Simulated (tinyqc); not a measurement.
Worked calculation: RHF in the 3-21g basis, for He, spin multiplicity 1. One step of it, computed by the program tinyqc.

Question. Iteration 2: DIIS coefficients. Solve [B -1; -1 0][c; lambda] = [0; -1] for the coefficients, which sum to one.

B (overlaps of the stored error matrices):
$$\begin{pmatrix}
5.6135485e-01 & 1.8197235e-01 \\
1.8197235e-01 & 5.8989310e-02
\end{pmatrix}$$

Give: DIIS coefficients.

Answer.

DIIS coefficients: [-0.480, 1.480]
